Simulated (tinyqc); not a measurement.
What moves the exposure: standing waves and exposure in a photoresist film.

Normal incidence from air. Unexposed resist: N1 = n1 + i k1 with k1 = (A + B) lam/(4 pi), lam in micrometres. r01 = (1 - N1)/(1 + N1), t01 = 2/(1 + N1). Substrate Ns = ns + i ks: r12 = (N1 - Ns)/(N1 + Ns). With p = exp(2 pi i N1 d/lam), the field at depth z is E(z) = t01 [exp(2 pi i N1 z/lam) + r12 p^2 exp(-2 pi i N1 z/lam)]/(1 + r01 r12 p^2), the relative intensity I(z) = n1 |E(z)|^2 and the reflectance R = |(r01 + r12 p^2)/(1 + r01 r12 p^2)|^2.

Parameters, chosen for this exercise (a resist on Si, indices near tabulated ones; not measured data):
- lam = 365 nm (vacuum wavelength)
- n1 = 1.691 (resist index)
- A = 0.64 1/micrometre (bleachable absorption (Dill A))
- B = 0.1 1/micrometre (fixed absorption (Dill B))
- d = 1199 nm (resist thickness)
- ns = 6.543 (substrate n)
- ks = 2.646 (substrate k)

The mean of I is over 800 depths.

Results for these values:

| case | \|r12\|^2 | R | mean I | I at the bottom |
|---|---|---|---|---|
| base | 0.4062 | 0.2057 | 0.6600 | 0.0539 |

What happens to each result for ks = 2.381, all else kept?

Answer: |r12|^2 falls from 0.4062 to 0.3957; R falls from 0.2057 to 0.2042; mean I falls from 0.6600 to 0.6574; I at the bottom rises from 0.0539 to 0.0549.

The same for each parameter in turn:

| case | \|r12\|^2 | R | mean I | I at the bottom |
|---|---|---|---|---|
| base | 0.4062 | 0.2057 | 0.6600 | 0.0539 |
| d = 1209 nm | 0.4062 | 0.1500 | 0.7022 | 0.0573 |
| n1 = 1.708 | 0.4025 | 0.1390 | 0.7136 | 0.0595 |
| B = 0.3 1/micrometre | 0.4056 | 0.1678 | 0.5900 | 0.0432 |
| ks = 2.381 | 0.3957 | 0.2042 | 0.6574 | 0.0549 |
| ns = 7.197 | 0.4320 | 0.2139 | 0.6622 | 0.0467 |

tinyqc: `OMP_NUM_THREADS=1 python tinyqc.py 1651675 1651676 out.jsonl`; about 0.01 s, one thread, shared Intel(R) Xeon(R) Processor @ 2.30GHz.
